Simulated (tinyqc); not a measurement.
AlGaN/GaN HEMT with access regions, lumped model: one step of the calculation.

A polarisation-induced electron sheet under a Schottky gate, in series with two ungated access regions and contacts. Drift law v = mu E/(1 + mu E/vs) under the gate. Currents in mA/mm, resistances in ohm mm. No self-heating, no channel-length modulation; fits for polarisation, barrier and offset are chosen for the exercise.

Task. Polarisation charge, threshold and sheet resistance. sigma = (5e13 x + 1.6e13 x^2) cm^-2, phiB = 0.84 + 1.3 x, dEc = 0.7 (1.71 x + x^2) in volts, Cb = eps0 eps_r/d, VT = phiB - dEc - q sigma/Cb, access density n0 = -Cb VT/q. Rsh = 1/(q mu n0); largest access current q n0 vs.

Values chosen for this exercise; values close to those of AlGaN/GaN structures:
```
symbol,value,unit,meaning
x,0.22,,aluminium share of the barrier
d,18,nm,barrier thickness
eps_r,9.6,,relative permittivity of barrier and channel
mu,1500,cm^2/(V s),channel mobility
vs,1.3e7,cm/s,saturation velocity
```

Constants: q = 1.602176634e-19 C, eps0 = 8.8541878128e-14 F/cm where lengths are in cm. Results are converted to the units shown.

Wanted: sigma; Cb; VT; n0; Rsh; q n0 vs.

Result.

sigma = 1.177e13 cm^-2
Cb = 0.4722 uF/cm^2
VT = -3.166 V
n0 = 9.332e12 cm^-2
Rsh = 445.9 ohm
q n0 vs = 1944 mA/mm

tinyqc, about 0.01 s, one thread, Intel Xeon 2.30GHz (shared host): `OMP_NUM_THREADS=1 python tinyqc.py 2570054 2570055 out.jsonl`
